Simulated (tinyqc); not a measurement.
Kinetics of strain relaxation and threading dislocations in mismatched semiconductor layers: one step, computed by the program tinyqc. Command: `OMP_NUM_THREADS=1 python tinyqc.py 3014410 3014411 out.jsonl threading walk`. One thread of a shared host (Intel(R) Xeon(R) Processor @ 2.30GHz), about 0.01 s of CPU time with the checks.

60-degree dislocations on {111} planes of a (001) layer, isotropic elasticity. The Schmid factor is 1/sqrt(6), and a misfit segment relieves strain with b/2.

Problem. Relaxation in the anneal. Excess resolved stress tau = (1/sqrt 6) [2 G (1 + nu)/(1 - nu)] (e - e_eq), e_eq = b (1 - nu/4) [ln(h/b) + 1]/(4 pi (1 + nu) h), the Matthews-Blakeslee strain of an uncapped layer; glide velocity v = v0 tau exp(-Q/(k_B T)), tau in MPa. Threads run in two directions, so de/dt = -(b/4) rho v, with rho fixed. With x = e - e_eq, x0 = f - e_eq (fully strained at t = 0) and v = m S x (m the mobility, S x = tau): x = x0 exp(-t/t_r), t_r = 4/(b rho_0 m S). The half time is that at which x = x0/2.

Inputs (values chosen for the exercise, modelled on In(0.2)Ga(0.8)As on GaAs):
```
quantity                        value      unit
misfit f                       0.0149         -
shear modulus G                  42.6       GPa
Poisson ratio nu                 0.32         -
Burgers vector b                 4.05  angstrom
anneal temperature T              745         K
anneal time t                      59         s
initial thread density rho_0    24000    1/cm^2
multiplication constant delta   20000       1/m
```

Sources: fixed density of threads.

mobility v/tau = 9.474510e-06 m/s per MPa

equilibrium strain e_eq = 0.004602796

Give: strain left e; share of the excess strain relieved; thread density; half time.

Solution.

strain left e = 0.008718

share of the excess strain relieved = 60.03 %

thread density = 24000 1/cm^2

half time = 44.59 s

Relaxation is under way. The misfit lines laid down are 0.033 micrometre apart. Caution: blocking of threads by crossing misfit lines, left out here, leaves real layers with more strain.
